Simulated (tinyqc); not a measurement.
Field emission through a triangular barrier, exact transmission by Airy functions: two steps of the calculation.

The left lead has its band edge at 0; for x > 0 the edge falls without end, U(x) = U0 - F x, with mass m1. No transverse momentum; C = hbar^2/(2 m0); psi and psi'/m are continuous at x = 0. The outgoing solution is Bi(z) + i Ai(z).

Parameters, values chosen for the exercise; U0 - E and the mass are of the order of those of silicon dioxide on silicon: mass in the left lead mL = 0.48 m0; barrier edge at x = 0 U0 = 3.89 eV; mass in the barrier m1 = 0.48 m0; electron energy E = 0.69 eV; field in the barrier F = 2.6 V/nm.

Constants: q = 1.602176634e-19 C, hbar = 1.054571817e-34 J s, m0 = 9.1093837015e-31 kg, hbar^2/(2 m0) = 0.0380998212 eV nm^2. Results are converted to the units shown.

Question 1. Scaled variables. Energy scale e = (C F^2/m1)^(1/3), z(x) = (U(x) - E)/e, s = (dz/dx)/m1 = -F/(e m1); v = k/m in a lead. vL = sqrt(mL E/C)/mL.

Wanted: e; z(0); s; vL; turning point (U0 - E)/F.

Answer 1.

e = 0.81260 eV
z(0) = 3.9380
s = -6.6659 1/nm
vL = 6.1425 1/nm
turning point (U0 - E)/F = 1.2308 nm

Question 2. Transmission, exact and WKB. With the Airy functions at z = z(0): g = s (Bi' + i Ai')/(Bi + i Ai), r = (i vL - g)/(i vL + g), T(E) = 1 - |r|^2 = 4 vL Im(g)/|i vL + g|^2, vL = sqrt(mL E/C)/mL. Im(g) = -s/(pi (Ai^2 + Bi^2)) by the Wronskian. WKB: exp(-S), S = (4/(3 F)) sqrt(m1/C) [max(U0 - E, 0)^1.5].

Airy functions: Ai 0.0010806331, Ai' -0.0022083891, Bi 74.421761, Bi' 142.46990
s = -6.6658568 1/nm
vL = 6.1424617 1/nm

Give: Re g; Im g; T(E); exp(-S).

Answer 2.

Re g = -12.761 1/nm
Im g = 3.8309e-4 1/nm
T(E) = 4.6928e-5
exp(-S) = 2.9843e-5

Range of the model: Masses are held fixed, although real bands cease to be parabolic a few tenths of an eV from their edges. The field of 26.0 MV/cm is more than most dielectrics sustain; the model ignores breakdown.

tinyqc, about 0.01 s, one thread, Intel Xeon 2.30GHz (shared host): `OMP_NUM_THREADS=1 python tinyqc.py 2580047 2580048 out.jsonl`
